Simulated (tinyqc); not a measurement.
## Ten-year voltage from two stress tests

Inverse problem. Lifetimes follow tau = t0 exp(B/Vd). Ten years are 3.15576e8 s. Find B, t0 and the drain voltage for ten years.

lifetimes at Vd = 3.7 and 4.2 V (s): [12000, 885.793916]

Solution. ln(tau) is linear in 1/Vd.

B = 81.00 V
t0 = 3.730e-6 s
ten-year voltage = 2.526 V

tinyqc, about 0.01 s, one thread, Intel Xeon 2.30GHz (shared host): `OMP_NUM_THREADS=1 python tinyqc.py 2550136 2550137 out.jsonl`
